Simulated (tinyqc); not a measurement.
Inside a calculation: nanosheet or nanowire with hard walls, valleys of the Si type. Values are carried at full precision from step to step, so a last printed digit may differ when a step is redone from the rounded ones.

Six ellipsoidal valleys along the cube axes: inverse mass tensor w = 1/mt + (1/ml - 1/mt) a a^T with a the unit axis. Device axes: x along the channel, z = [001], y = z x x.

Constants: hbar^2/2m0 = 3.80998211 eV angstrom^2; hbar = 6.58211957e-16 eV s; e^2/h = 3.874045865e-05 S; kB = 8.617333262e-05 eV/K.

Inputs chosen for the exercise (near those of Si; shifted at random, so the results belong to these values and not to a real crystal): ml = 0.907 m0 (longitudinal mass); mt = 0.192 m0 (transverse mass); channel = 110 (transport direction x on a (001) wafer); W = 65 angstrom (width, along y); H = 40 angstrom (height, along z = [001]); dE = 0.224 eV (EF above the lowest subband edge); T = 300 K (temperature); g_all = 6 (number of valleys).

## Valley masses for a [110] channel

Rotate w into the device axes and group equal valleys (|w_yz| counts); order by w_zz, then w_yy. 1/m_x = w_xx - w_xc w_c^-1 w_cx with c the block (y, z).

Valleys:

| group | valleys g | w_yy | w_zz | \|w_yz\| | m_x (m0) |
|---|---|---|---|---|---|
| A | 2 | 5.2083 | 1.1025 | 0.0000 | 0.1920 |
| B | 4 | 3.1554 | 5.2083 | 0.0000 | 0.5495 |

The lightest transport mass, 0.192 m0, belongs to group A.

## One-dimensional subbands

Hard walls around a W x H rectangle. The block w_c of w in (y, z) confines; the transport mass follows from 1/m_x = w_xx - w_xc w_c^-1 w_cx. The cross-section problem c (w_yy ky^2 + 2 w_yz ky kz + w_zz kz^2), c = hbar^2/2m0, is solved in products sin(n pi y/W) sin(l pi z/H), n, l = 1 to 12; if w_yz = 0 the levels are c pi^2 (w_yy n^2/W^2 + w_zz l^2/H^2). The w_yz term couples (n, l) to (n', l') by -2 c w_yz D_nn'(W) D_ll'(H) with D_nm(L) = 4 n m/(L (n^2 - m^2)) for n + m odd and 0 otherwise.

The ten lowest levels of all groups together, numbered within each group.

Subbands:

| label | valleys g | m_x (m0) | E (eV) |
|---|---|---|---|
| A1 | 2 | 0.1920 | 0.0723 |
| A2 | 2 | 0.1920 | 0.1500 |
| B1 | 4 | 0.5495 | 0.1505 |
| A3 | 2 | 0.1920 | 0.2113 |
| B2 | 4 | 0.5495 | 0.2347 |
| A4 | 2 | 0.1920 | 0.2796 |
| A5 | 2 | 0.1920 | 0.2891 |
| B3 | 4 | 0.5495 | 0.3752 |
| A6 | 2 | 0.1920 | 0.4186 |
| A7 | 2 | 0.1920 | 0.4431 |

The lowest subband is A1; the number of further ones in the list within kB T = 25.9 meV of it at 300 K is 0.

## Modes, density and velocity at zero temperature

With EF = E_lowest + dE, each subband below EF has k_F = sqrt(m_x (EF - E)/c), carries n = 2 g k_F/pi electrons per length (spin included), moves at v = 2 c k_F/(hbar m_x) and adds 2 g e^2/h to the ballistic conductance; c = hbar^2/2m0, 1 angstrom/s = 1e-8 cm/s.

Occupied subbands:

| label | k_F (1/angstrom) | n (1/nm) | v (1e7 cm/s) |
|---|---|---|---|
| A1 | 0.1062 | 1.353 | 6.41 |
| A2 | 0.0859 | 1.093 | 5.18 |
| B1 | 0.1450 | 3.692 | 3.05 |
| A3 | 0.0654 | 0.833 | 3.94 |
| B2 | 0.0942 | 2.399 | 1.98 |
| A4 | 0.0290 | 0.369 | 1.75 |
| A5 | 0.0190 | 0.243 | 1.15 |

total n = 9.982 1/nm
ballistic conductance = 1394.7 microsiemens

EF lies below the last listed level, so the count is complete for these valleys (other families, and non-parabolicity above about 0.2 eV, are left out): 7 subbands with 18 valley modes. The Fermi velocity, averaged with the densities as weights, is 3.46 x 1e7 cm/s; the mean over all filled states moving one way is half of it.

## Threshold shift from confinement

Without degeneracy the line density is N1 exp((EF - Ec)/kB T) with N1 = sum 2 g sqrt(m_x kB T/(4 pi c)) exp(-E/kB T), here over n, l up to 80 where w_yz = 0 and over all levels of a 12 x 12 sine basis otherwise; the classical value is W H Nc with Nc = 2 g_all (m_dos kB T/(4 pi c))^(3/2), m_dos = (ml mt^2)^(1/3); dVt = kB T ln(W H Nc/N1).

Form N1, W H Nc and dVt.

N1 = 0.03048 1/nm
W H Nc = 0.7158 1/nm
dVt = 81.6 mV

## Checks

- Lowest level of group A on a 40 x 40 difference grid against the sine basis, eV: both 0.072.

(tinyqc, `OMP_NUM_THREADS=1 python tinyqc.py 1250634 1250635 out.jsonl`, Intel(R) Xeon(R) Processor @ 2.30GHz, 1 thread, shared host, about 0.03 s.)
